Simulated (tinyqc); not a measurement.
Which lattice a d-band metal prefers: Slater-Koster d bands of a bcc metal.

Slater-Koster d bands. For a bond with direction cosines (l, m, n) the 5 x 5 block is dds Ps + ddp Pp + ddd (1 - Ps - Pp), the projectors on sigma, pi and delta states about the bond; for instance <xy|xy> = 3 l^2 m^2 dds + (l^2 + m^2 - 4 l^2 m^2) ddp + (n^2 + l^2 m^2) ddd, <xy|yz> = 3 l m^2 n dds + l n (1 - 4 m^2) ddp + l n (m^2 - 1) ddd and <3z2-r2|3z2-r2> = (n^2 - (l^2 + m^2)/2)^2 dds + 3 n^2 (l^2 + m^2) ddp + (3/4)(l^2 + m^2)^2 ddd. H(k) sums the blocks times cos(k.R) over the neighbours; the d level is the zero of energy; k in 2 pi/a.

Mesh: k = f1 b1 + f2 b2 + f3 b3 with fractions (j + 1/2)/N, j = 0 to N - 1, and b = (-1,1,1), (1,-1,1), (1,1,-1) for fcc, (0,1,1), (1,0,1), (1,1,0) for bcc, unit vectors for simple cubic. The lowest Nd/10 of all levels are filled with two electrons each; the bond energy is their sum per atom.

Inputs chosen for the exercise (of the size met in Fe; not measured data):

| symbol | value | unit | meaning |
|---|---|---|---|
| dds | -0.705 | eV | dd sigma |
| ddp | 0.444 | eV | dd pi |
| ddd | -0.12 | eV | dd delta |
| f2 | 0.487 |  | factor on all three integrals for second neighbours |
| N | 10 |  | mesh |

fcc has twelve neighbours, bcc eight and six (the six times f2), simple cubic six. The integrals of bcc and sc are scaled so that all three have the second moment of fcc, which stands for equal repulsion (structural energy difference theorem). s and p electrons are left out.

Bond energy per atom:

| Nd | fcc (eV) | bcc - fcc (meV) | sc - fcc (meV) |
|---|---|---|---|
| 1 | -2.450 | 146 | -51 |
| 2 | -4.246 | 126 | 32 |
| 3 | -5.578 | -53 | 259 |
| 4 | -6.346 | -280 | 417 |
| 5 | -6.499 | -63 | 382 |
| 6 | -6.074 | 216 | 145 |
| 7 | -5.139 | 274 | -179 |
| 8 | -3.824 | 150 | -390 |
| 9 | -2.081 | -74 | -421 |

scale factors: bcc 1.1285, sc 1.4142

mu3/mu2^1.5: fcc -0.209, bcc -0.203, sc 0.000

mu4/mu2^2: fcc 1.812, bcc 1.676, sc 2.257

largest change of a difference when N is raised to 14 = 12 meV

fcc is lowest for Nd = 2 and 6. bcc is lowest for Nd = 3, 4 and 5. sc is lowest for Nd = 1, 7, 8 and 9. bcc gains most on fcc at Nd = 4 (-280 meV). A small fourth moment marks a two-peaked band, which tends to favour fillings near one half; bcc has -8 % against fcc, and at Nd = 5 it lies -63 meV from fcc (differences of a few tens of meV are within the error of the mesh; hcp is left out, and this d-only model can miss the lattice of the real metal). The third moments, from three-membered rings, skew the bands. That simple cubic wins anywhere comes from keeping d bands and equal second moments alone; no transition metal takes it. Differences below about 12 meV are within the error of this mesh, and the s and p electrons left out weigh most where the d band is nearly empty or full.

Computed by tinyqc, a small Python program: `OMP_NUM_THREADS=1 python tinyqc.py 1480294 1480295 out.jsonl` (the numbers bound the seed that draws the inputs); one thread of a shared host (Intel(R) Xeon(R) Processor @ 2.30GHz), about 0.05 s for the whole set of steps.
